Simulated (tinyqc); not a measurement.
Free-carrier optics of a doped semiconductor (Drude model with one polar phonon): sweeps and comparisons. A value that a table varies takes the place of the one given here.

eps(E) = ei [1 - Ep^2/(E^2 + i E Gam)] + (es - ei) wT^2/(wT^2 - E^2 - i E gT), with Ep^2 = 8 pi c (e^2/(4 pi eps0)) N/(m ei), c = hbar^2/2m0, N in 1/angstrom^3 (1e-24 per 1/cm^3); Gam = hbar/tau, tau = mu m m0/e with m0/e = 5.685630e-12 kg/C and mu in m^2/(V s). Energies in meV.

n + i k = sqrt(eps1 + i eps2) with k >= 0; R = ((n - 1)^2 + k^2)/((n + 1)^2 + k^2) at normal incidence from vacuum; alpha = 2 E k/(hbar c), times 1e8 for 1/cm; loss function Im(-1/eps) = eps2/(eps1^2 + eps2^2).

Constants: hbar^2/2m0 = 3.80998211 eV angstrom^2; e^2/(4 pi eps0) = 14.39964547 eV angstrom; hbar = 6.58211957e-16 eV s; hbar c = 1973.269805 eV angstrom.

Parameters, chosen for this exercise (mass and dielectric values near those of SiC; N and mu are free inputs; interband absorption and the rise of the mass with filling are left out; shifted at random, so the results belong to these values and not to a real crystal): m = 0.394 m0 (conductivity mass); ei = 6.51 (high-frequency dielectric constant); wT = 98.4 meV (TO phonon); es = 9.62 (static dielectric constant); N = 2.8e+17 1/cm^3 (carrier density); mu = 210 cm^2/(V s) (mobility); gT = 0.2 meV (phonon damping); E = 23.6 meV (photon energy).

## The coupled modes against doping

L-, L+ solve E^4 - (wL^2 + Ep^2) E^2 + Ep^2 wT^2 = 0, wL = wT sqrt(es/ei); damping left out; energies in meV.

Modes:
```
N (1/cm^3)      Ep     L-      L+  Ep sqrt(ei/es)
8.0e+17      20.74  16.98  120.21           17.06
3.0e+18      40.16  32.40  121.95           33.04
8.0e+18      65.58  51.00  126.52           53.95
2.0e+19     103.69  72.50  140.72           85.30
3.0e+19     126.99  80.83  154.60          104.47
5.0e+19     163.95  88.28  182.74          134.87
1.0e+20     231.86  93.70  243.49          190.73
3.0e+20     401.59  96.93  407.66          330.36
8.0e+20     655.79  97.86  659.39          539.47
```

wL = 119.62 meV

At low density L- follows Ep sqrt(ei/es) (16.98 against 17.06), a plasmon screened by the lattice, and L+ starts at wL. At the highest density L- has come within 0.54 meV of wT, since the carriers screen the field that lifts wL, and L+ is within 3.60 meV of Ep. The branches are closest, 68.22 meV, at 2e+19 1/cm^3 of those listed. The mass is held fixed, while in a real band it rises with filling.

## Reflectance across the plasma edge

Spectrum:
```
E (meV)   eps1   eps2      R  alpha (1/cm)
1.2       4.65  57.94  0.681           629
3.7       4.95  17.69  0.479           972
6.1       5.43   9.65  0.355      1.04e+03
8.6       6.01   5.91  0.274           959
10.4      6.43   4.34  0.244           858
12.3      6.85   3.21  0.229           746
13.5      7.09   2.69  0.226           679
15.3      7.42   2.09  0.226           588
18.4      7.90   1.40  0.230           461
24.5      8.59   0.70  0.242           298
36.8      9.49   0.24  0.260           147
61.3     11.34   0.07  0.294          61.9
```

Ep = 12.3 meV and Gam = 14.0 meV: Gam exceeds Ep, so damping washes the plasma edge out. R is 0.681 at the lowest energy and lowest, 0.226, at 15.3 meV of those listed; without damping and phonon it would vanish at Ep sqrt(ei/(ei - 1)) = 13.3 meV. At the highest energy R is 0.294, against 0.191 for ei alone. Between the last two rows alpha goes as E^-1.70, where the Drude limit far above Ep and Gam is E^-2; Gam and the phonon term both still act in these rows.

## Free-carrier absorption and index change in the near infrared

At the wavelengths listed E = hc/lambda (hc = 1239.841984 eV nm). Approximate forms: alpha = ei Ep^2 Gam/(E^2 sqrt(ei) hbar c) and dn = -sqrt(ei) Ep^2/(2 E^2). The phonon term is left out here.

Free carriers:
```
lambda (micrometre)  E (meV)  alpha (1/cm)  alpha, approximate         dn  dn, approximate
1.31                   946.4         0.304               0.304  -0.000214        -0.000214
1.55                   799.9         0.426               0.426  -0.000300        -0.000300
2.00                   619.9         0.708               0.709  -0.000499        -0.000500
3.00                   413.3          1.59                1.59   -0.00112         -0.00112
5.00                   248.0          4.42                4.43   -0.00311         -0.00312
8.00                   155.0          11.3                11.3   -0.00794         -0.00799
10.60                  117.0          19.7                19.9    -0.0139          -0.0140
```

At 1.55 micrometre alpha = 0.426 1/cm and dn = -0.0003; a phase shift of pi needs a length lambda/(2 |dn|) = 2.58e+03 micrometre, over which the loss is 0.48 dB. The approximate alpha is within 5 % up to 10.6 micrometre of the wavelengths listed; it needs photon energies well above both Ep and Gam, which lie at 101.1 and 88.6 micrometre. Interband and intervalley absorption are left out.

## What moves the optical constants

At the energy E. Each row changes one parameter from the base and keeps the others.

Results:
```
case                 Ep (meV)  Gam (meV)       R  alpha (1/cm)
base                    12.27      13.99  0.2407           317
N = 4.2e+17 1/cm^3      15.03      13.99  0.2280           493
m = 0.4728 m0           11.20      11.66  0.2429           238
mu = 126 cm^2/(V s)     12.27      23.32  0.2498           352
ei = 6.84               11.97      13.99  0.2403           317
E = 28.3 meV            12.27      13.99  0.2487           234
```

The largest shifts from the base row, up to three for each result and ties (the steps differ in size, so this ranks the rows, not the parameters). Ep (meV): N +2.76, m -1.07, ei -0.30; unchanged at the printed digits by mu and E. Gam (meV): mu +9.33, m -2.33; unchanged at the printed digits by N, ei and E. R: N -0.0127, mu +0.0090, E +0.0080. alpha (1/cm): N +177, E -82.4, m -79.2; unchanged at the printed digits by ei.

Program tinyqc; command `OMP_NUM_THREADS=1 python tinyqc.py 1650914 1650915 out.jsonl`; about 0.01 s on one thread of a shared Intel(R) Xeon(R) Processor @ 2.30GHz.
